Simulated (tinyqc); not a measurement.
Elastic trap-assisted tunnelling through a dielectric: one step of the calculation.

Emitter at x = 0 (Fermi level 0), collector at x = t (Fermi level -V), band edge U(x) = phi - F x, F = V/t. A trap at x has the energy E = U(x) - Et. With G(u) = (4/(3 F)) sqrt(mo/C) max(u, 0)^1.5, C = hbar^2/(2 m0): S1 = G(phi - E) - G(Et), S2 = G(Et) - G(phi - V - E), T1,2 = exp(-S1,2). The steady rate through one trap is nu T1 T2 (f1 - f2)/(T1 + T2), f1 = f(E), f2 = f(E + V), f(y) = 1/(1 + exp(y/Vt)); both contacts offer states at E.

Question. The best-placed trap against direct tunnelling. At x = xs: E, S1, S2 and the occupation (T1 f1 + T2 f2)/(T1 + T2). Direct tunnelling at E = 0 has S = (4/(3 F)) sqrt(mo/C) [phi^1.5 - max(phi - V, 0)^1.5].

Values chosen for this exercise; dielectric values close to those of aluminium oxide:
- T = 350 K (temperature)
- phi = 2.63 eV (barrier above the emitter Fermi level)
- mo = 0.39 m0 (tunnelling mass)
- t = 7 nm (thickness)
- Et = 2.14 eV (trap depth below the band edge of the dielectric)
- nu = 1e13 1/s (attempt frequency)
- V = 2.01 V (voltage)

Constants: q = 1.602176634e-19 C, kB = 1.380649e-23 J/K, hbar = 1.054571817e-34 J s, m0 = 9.1093837015e-31 kg, Vt = kB T/q, hbar^2/(2 m0) = 0.0380998212 eV nm^2. Results are converted to the units shown.

xs = 3.03 nm

Find: E; S1; S2; occupation; S of direct tunnelling.

Answer.

E = -0.38004 eV
S1 = 31.075
S2 = 31.651
occupation = 0.64014
S of direct tunnelling = 56.112

Range of the model: Phonon-assisted (inelastic) capture, chains of traps and a spread of trap depths are left out.

tinyqc, about 0.04 s, one thread, Intel Xeon 2.30GHz (shared host): `OMP_NUM_THREADS=1 python tinyqc.py 2370140 2370141 out.jsonl`
